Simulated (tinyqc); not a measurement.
Implant damage, amorphisation by cascade overlap, and solid-phase epitaxial regrowth: one step, computed by the program tinyqc.

Range and width of the damage are inputs. Dynamic annealing enters only through the surviving share f.

Task: Damage energy and displacements per ion. Robinson partition: eps = E a M2/(Z1 Z2 (e^2/(4 pi eps_0)) (M1 + M2)), a = 0.8853 a_0/sqrt(Z1^(2/3) + Z2^(2/3)); k = 0.0793 Z1^(2/3) Z2^(1/2) (M1 + M2)^(3/2)/((Z1^(2/3) + Z2^(2/3))^(3/4) M1^(3/2) M2^(1/2)); damage energy T_d = E/(1 + k (eps + 0.40244 eps^(3/4) + 3.4008 eps^(1/6))); displacements nu = 0.8 T_d/(2 E_d).

Inputs (values chosen for the exercise, modelled on silicon ions in silicon):
```
quantity                 value  unit
ion Z1                      14     -
ion mass M1                 28     u
target Z2                   14     -
target mass M2           28.09     u
ion energy E                47   keV
displacement energy E_d     14    eV
```

Constants: a_0 = 0.529177210903 angstrom; e^2/(4 pi eps_0) = 14.39964548 eV angstrom.

Give: reduced energy eps; k; damage energy T_d; T_d/E; displacements per ion nu.

Result:

reduced energy eps = 1.1463

k = 0.14652

damage energy T_d = 26.964 keV

T_d/E = 0.57371

displacements per ion nu = 770.41

43 % of the energy goes to electrons.
